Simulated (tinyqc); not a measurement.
MOS inversion layer, Poisson-Schroedinger loop: one step of the calculation.

Electrons confined at an insulator interface at z = 0, treated as a hard wall; parabolic valleys, Hartree approximation, no image or exchange terms. The depletion charge lies far deeper than the electrons and gives a uniform field q Nd/(eps0 eps_r); the gate balances all charge. Energies are counted from the band edge at the interface.

Task. Converged levels, occupations and centroid. Tridiagonal Hamiltonian with psi = 0 one step beyond both ends: H_ii = C (1/m_(i-1/2) + 1/m_(i+1/2))/hz^2 + V0_i + U_i, H_(i,i+1) = -C/(m_(i+1/2) hz^2), C = hbar^2/(2 m0). The lowest 2 level(s) are kept, normalised to hz sum |psi|^2 = 1. The mass is the same on all intervals.

Level k holds N_k = D_k Vt ln(1 + exp((EF - E_k)/Vt)) with D = md1 m0 q/(pi hbar^2) per eV (spin included); EF is fixed by sum N_k = Ns.

Solve for the levels with V0 + U, find EF, n_i = sum_k N_k |psi_k|^2 (in cm^-3); share of each level N_k/Ns; centroid sum n z/sum n.

Values chosen for this exercise; masses and permittivity close to those of In0.53Ga0.47As: temperature T = 77 K; mass along z of valley set A (1 valley(s)) mz1 = 0.0415 m0; in-plane density-of-states mass of set A md1 = 0.0411 m0; sheet density of electrons Ns = 1.2e12 cm^-2; mesh step hz = 1.4 nm.

Constants: q = 1.602176634e-19 C, kB = 1.380649e-23 J/K, hbar = 1.054571817e-34 J s, m0 = 9.1093837015e-31 kg, Vt = kB T/q, hbar^2/(2 m0) = 0.0380998212 eV nm^2. Results are converted to the units shown.

```
node  z (nm)  fixed potential V0 (eV)  converged U (eV)
1        1.4               0.04920833       0.021870367
2        2.8               0.09841667       0.041231509
3        4.2               0.14762500       0.054746752
4        5.6               0.19683334       0.062208705
5          7               0.24604167       0.065561328
6        8.4               0.29525001       0.066819378
7        9.8               0.34445834       0.067221701
8       11.2               0.39366667       0.067333098
9       12.6               0.44287501       0.067360144
10        14               0.49208334       0.067365962
11      15.4               0.54129168       0.067367080
12      16.8               0.59050001       0.067367273
13      18.2               0.63970834       0.067367303
14      19.6               0.68891668       0.067367307
15        21               0.73812501       0.067367308
```

Find: levels; EF; shares; n; centroid.

Result.

levels (eV): A1 0.29294, A2 0.47875
EF = 0.36283 eV
shares (%): A1 100.00, A2 0.00
n, node 1 to 15 (in units of 1e18 cm^-3): 0.9834  2.2911  2.3724  1.6105  0.8209  0.3354  0.1140  0.0331  0.0083  0.0018  0.0004  0.0001  0.0000  0.0000  0.0000
centroid = 4.3124 nm

Program tinyqc, `OMP_NUM_THREADS=1 python tinyqc.py 2160169 2160170 out.jsonl`; Intel Xeon 2.30GHz, shared host, one thread, about 0.5 s.
